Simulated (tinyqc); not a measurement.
What moves the results: Lorentz oscillators and the Kramers-Kronig relations. A value that a table varies takes the place of the one given here.

eps(E) = 1 + sum_j S_j/(E0_j^2 - E^2 - i G_j E).

Kramers-Kronig: eps1(E) = 1 + (2/pi) P integral_0^infinity E1 eps2(E1)/(E1^2 - E^2) dE1. Maclaurin rule on the grid E_j = j h, j = 1 .. M: eps1(E_i) = 1 + (4 h/pi) sum over j with j - i odd of E_j eps2(E_j)/(E_j^2 - E_i^2); nothing is added above E_M.

n + i k = sqrt(eps1 + i eps2) with k >= 0; R = ((n - 1)^2 + k^2)/((n + 1)^2 + k^2) at normal incidence from vacuum; alpha = 2 E k/(hbar c), times 1e8 for 1/cm; loss function Im(-1/eps) = eps2/(eps1^2 + eps2^2).

Constants: hbar c = 1973.269805 eV angstrom.

Values chosen for the exercise: E0 = (2.2, 3.14) eV (resonances); G = (0.49, 0.75) eV (widths); S = (22.2, 49) eV^2 (strengths); h = 0.25 eV (grid step); M = 36 (grid points E_j = j h); E_t = 0.5 eV (energy below the first line); E = 3.11 eV (photon energy).

## Numerical transform against the formula

Every third grid point is listed; the error is the transform minus the formula.

Dielectric function:

| E (eV) | eps2 | eps1 formula | eps1 transform | error |
|---|---|---|---|---|
| 0.50 | 0.456 | 10.914 | 11.143 | 0.229 |
| 1.25 | 1.882 | 13.376 | 13.057 | -0.319 |
| 2.00 | 15.068 | 20.041 | 19.756 | -0.286 |
| 2.75 | 13.846 | 6.260 | 7.083 | 0.823 |
| 3.50 | 10.863 | -11.136 | -11.554 | -0.418 |
| 4.25 | 2.275 | -5.828 | -5.690 | 0.138 |
| 5.00 | 0.887 | -3.134 | -3.246 | -0.111 |
| 5.75 | 0.457 | -1.820 | -1.777 | 0.043 |
| 6.50 | 0.273 | -1.068 | -1.138 | -0.070 |
| 7.25 | 0.178 | -0.592 | -0.581 | 0.011 |
| 8.00 | 0.124 | -0.268 | -0.332 | -0.064 |
| 8.75 | 0.090 | -0.036 | -0.057 | -0.021 |

The largest error listed is +0.823 at 2.75 eV. The rule samples every 2h = 0.5 eV and the narrowest line is 0.49 eV wide, so it is not resolved. The grid ends at 9 eV, where eps2 is still 0.082; the error at the last point listed, nearest the missing tail, is -0.021.

## How far the spectrum must be known

The integrals are done by adaptive quadrature and cut at E_cut. f-sum share: (2/pi) integral of E eps2 over sum S. Static share: (2/pi) integral of eps2/E over eps(0) - 1.

Cut integrals:

| E_cut (eV) | eps1(E_t) | f-sum share | static share |
|---|---|---|---|
| 2.5 | 6.334 | 0.264 | 0.533 |
| 3.5 | 9.967 | 0.713 | 0.902 |
| 4.7 | 10.738 | 0.873 | 0.982 |
| 6.3 | 10.860 | 0.920 | 0.994 |
| 9.4 | 10.900 | 0.952 | 0.999 |
| 15.7 | 10.911 | 0.972 | 1.000 |

eps1(E_t) from the formula = 10.914

Cut at 3.5 eV, just above the last line, eps1(E_t) lacks 0.947; cut at 15.7 eV it lacks 0.003. At 4.7 eV the static sum has reached 0.982 and the f-sum only 0.873: the f-sum weights eps2 by E and the static sum by 1/E, so the f-sum needs the far tail.

## Optical constants across the spectrum

Spectrum:

| E (eV) | eps1 | eps2 | n | k | R | loss |
|---|---|---|---|---|---|---|
| 0.47 | 10.871 | 0.425 | 3.298 | 0.064 | 0.286 | 0.004 |
| 1.11 | 12.644 | 1.450 | 3.562 | 0.204 | 0.317 | 0.009 |
| 1.76 | 18.214 | 6.428 | 4.332 | 0.742 | 0.402 | 0.017 |
| 2.40 | 1.859 | 16.110 | 3.006 | 2.679 | 0.482 | 0.061 |
| 3.04 | 1.901 | 21.552 | 3.431 | 3.141 | 0.535 | 0.046 |
| 3.68 | -9.966 | 6.892 | 1.037 | 3.323 | 0.727 | 0.047 |
| 4.32 | -5.472 | 2.045 | 0.430 | 2.378 | 0.777 | 0.060 |
| 4.97 | -3.207 | 0.915 | 0.253 | 1.809 | 0.791 | 0.082 |
| 5.61 | -2.009 | 0.510 | 0.179 | 1.429 | 0.792 | 0.119 |
| 6.25 | -1.279 | 0.320 | 0.140 | 1.140 | 0.784 | 0.184 |
| 6.89 | -0.796 | 0.217 | 0.120 | 0.900 | 0.767 | 0.318 |
| 7.54 | -0.453 | 0.154 | 0.113 | 0.682 | 0.735 | 0.673 |

Among the energies listed the largest values are at (eV): eps2 3.04; n 1.76; k 3.68; R 5.61; loss 7.54 (last row, still rising). eps1 crosses zero at 3.08 and 8.89 eV; the last crossing is upward and marks the plasmon, against sqrt(sum S) = 8.44 eV for free electrons.

## What each oscillator parameter does

At the energy E. Each row changes one parameter from the base and keeps the others.

Results:

| case | eps1 | eps2 | n | k | R |
|---|---|---|---|---|---|
| base | -1.501 | 22.190 | 3.220 | 3.445 | 0.566 |
| E0 = (2.2, 3.297) eV | 5.359 | 17.940 | 3.470 | 2.585 | 0.479 |
| G = (0.49, 1.125) eV | -2.430 | 15.283 | 2.554 | 2.992 | 0.527 |
| S = (22.2, 58.8) eV^2 | -1.165 | 26.365 | 3.551 | 3.712 | 0.588 |
| E = 3.265 eV | -8.457 | 19.053 | 2.489 | 3.828 | 0.629 |

The largest shifts from the base row, up to three for each result and ties (the steps differ in size, so this ranks the rows, not the parameters). eps1: E -6.956, E0 +6.860, G -0.929. eps2: G -6.908, E0 -4.251, S +4.175. n: E -0.731, G -0.666, S +0.331. k: E0 -0.860, G -0.453, E +0.382. R: E0 -0.087, E +0.063, G -0.039.

Run: tinyqc, `OMP_NUM_THREADS=1 python tinyqc.py 1650910 1650911 out.jsonl`; Intel(R) Xeon(R) Processor @ 2.30GHz, one thread, shared host; about 0.1 s of CPU time with all checks.
